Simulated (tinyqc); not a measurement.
# Capacitance measurement on a leaky thin oxide: effects of series resistance and leakage: effects of single changes

The device is a capacitance C in parallel with a leakage conductance G, in series with Rs and Ls. An impedance meter reports either a parallel pair (Cp, Gp) from Y = 1/Z = Gp + i w Cp or a series pair (Cs, Rm) from Z = Rm + 1/(i w Cs); w = 2 pi f, dissipation D = Gp/(w |Cp|).

Parameters, values chosen for the exercise; values of the order met in thin-oxide MOS capacitors:
```
symbol    value    unit                                                                 meaning
eox         3.9          relative permittivity of the gate insulator (close to silicon dioxide)
tox         1.8      nm                                                     insulator thickness
A         10000    um^2                                                               gate area
zc         0.46      nm              oxide-equivalent thickness added by the accumulation layer
zp            0      nm                      oxide-equivalent thickness added by gate depletion
Jg      0.00021  A/cm^2              gate leakage current density, not matched to the thickness
Vs          0.2       V                               voltage for an e-fold rise of the leakage
Rs          8.2     ohm                                                       series resistance
Ls            0      nH                                                       series inductance
f         50000      Hz                                                     measuring frequency
```

Constants: eps0 = 8.8541878128e-14 F/cm where lengths are in cm. Results are converted to the units shown.

Each table varies one quantity; the others keep the values above.

## Readings against frequency

EOT = 3.9 tox/eox; CET = EOT + zc + zp; C = 3.9 eps0 A/CET; G = Jg A/Vs. Z = Rs + i w Ls + 1/(G + i w C); CET read from Cp = 3.9 eps0 A/Cp; errors under 0.001 % are printed as 0.

The same in every row: C (pF) = 152.8.

Result of one run:

| f (Hz) | Cp (pF) | Cs (pF) | D | error of Cp (%) | error of Cs (%) | CET read from Cp (nm) |
|---|---|---|---|---|---|---|
| 1e7 | 151.9 | 152.8 | 0.07873 | -0.616 | 0 | 2.274 |

What becomes of these results when the measuring frequency f is changed from 1e7 to 1e5 Hz, all else the same?

Result of the changed run:

| f (Hz) | Cp (pF) | Cs (pF) | D | error of Cp (%) | error of Cs (%) | CET read from Cp (nm) |
|---|---|---|---|---|---|---|
| 1e5 | 152.8 | 152.8 | 0.001881 | 0 | 0 | 2.260 |

The whole series:

| f (Hz) | Cp (pF) | Cs (pF) | D | error of Cp (%) | error of Cs (%) | CET read from Cp (nm) |
|---|---|---|---|---|---|---|
| 1000 | 152.8 | 154.6 | 0.1094 | 0 | 1.20 | 2.260 |
| 3000 | 152.8 | 153.0 | 0.03648 | 0 | 0.133 | 2.260 |
| 10000 | 152.8 | 152.8 | 0.01102 | 0 | 0.0120 | 2.260 |
| 30000 | 152.8 | 152.8 | 0.003882 | 0 | 1.33e-3 | 2.260 |
| 1e5 | 152.8 | 152.8 | 0.001881 | 0 | 0 | 2.260 |
| 3e5 | 152.8 | 152.8 | 0.002726 | 0 | 0 | 2.260 |
| 1e6 | 152.8 | 152.8 | 0.007982 | -6.37e-3 | 0 | 2.260 |
| 3e6 | 152.7 | 152.8 | 0.02365 | -0.0559 | 0 | 2.261 |
| 1e7 | 151.9 | 152.8 | 0.07873 | -0.616 | 0 | 2.274 |
| 3e7 | 144.7 | 152.8 | 0.2362 | -5.28 | 0 | 2.386 |

D goes from 0.109 through a minimum of 0.00188 (at f = 1e5 Hz among the rows listed) to 0.236; without inductance its minimum lies at f = sqrt(G (1 + G Rs)/Rs)/(2 pi C) = 1.18e5 Hz. The error of Cp goes from 0 to -5.28 % and that of Cs from 1.20 to 0 %; at low frequency Cp tends to C/(1 + G Rs)^2 and Cs grows as 1 + (G/(w C))^2. One of the two readings is within 2 % of C for f = 1000, 3000, 10000, 30000, 1e5, 3e5, 1e6, 3e6, 1e7, 3e7 Hz.

## Effect of the gate leakage current density, not matched to the thickness

Same model as above.

The same in every row: C (pF) = 152.79.

Result of one run:

| Jg (A/cm^2) | Cp (pF) | Cs (pF) | D | error of Cp (%) | error of Cs (%) | CET read from Cp (nm) |
|---|---|---|---|---|---|---|
| 2 | 150.32 | 66465 | 21.004 | -1.62 | 4.34e4 | 2.2972 |

What becomes of these results when the gate leakage current density, not matched to the thickness Jg is changed from 2 to 30 A/cm^2, all else the same?

Result of the changed run:

| Jg (A/cm^2) | Cp (pF) | Cs (pF) | D | error of Cp (%) | error of Cs (%) | CET read from Cp (nm) |
|---|---|---|---|---|---|---|
| 30 | 121.16 | 1.4920e7 | 350.93 | -20.7 | 9.77e6 | 2.8502 |

The whole series:

| Jg (A/cm^2) | Cp (pF) | Cs (pF) | D | error of Cp (%) | error of Cs (%) | CET read from Cp (nm) |
|---|---|---|---|---|---|---|
| 1e-5 | 152.79 | 152.79 | 4.9778e-4 | 0 | 0 | 2.2600 |
| 0.0001 | 152.79 | 152.79 | 0.0014352 | 0 | 0 | 2.2600 |
| 0.001 | 152.79 | 152.81 | 0.010810 | 0 | 0.0109 | 2.2600 |
| 0.02 | 152.77 | 159.42 | 0.20874 | -0.0164 | 4.34 | 2.2604 |
| 0.2 | 152.54 | 815.92 | 2.0854 | -0.164 | 434 | 2.2637 |
| 2 | 150.32 | 66465 | 21.004 | -1.62 | 4.34e4 | 2.2972 |
| 30 | 121.16 | 1.4920e7 | 350.93 | -20.7 | 9.77e6 | 2.8502 |
| 300 | 30.725 | 1.4920e9 | 6968.5 | -79.9 | 9.77e8 | 11.239 |

As Jg goes from 1e-5 to 300, the error of Cp goes from 0 to -79.9 %, that of Cs from 0 to 9.77e8 %, and D rises from 4.98e-4 to 6970. The CET read from Cp goes from 2.26 to 11.2 nm against the true 2.26 nm. For Jg = 0.2, 2, 30, 300 D exceeds 1, where the accuracy of real meters degrades in proportion to sqrt(1 + D^2).

Computed by the program tinyqc: `OMP_NUM_THREADS=1 python tinyqc.py 2022141 2022142 out.jsonl`, one thread of a shared Intel Xeon 2.30GHz, about 0.01 s for the whole run.
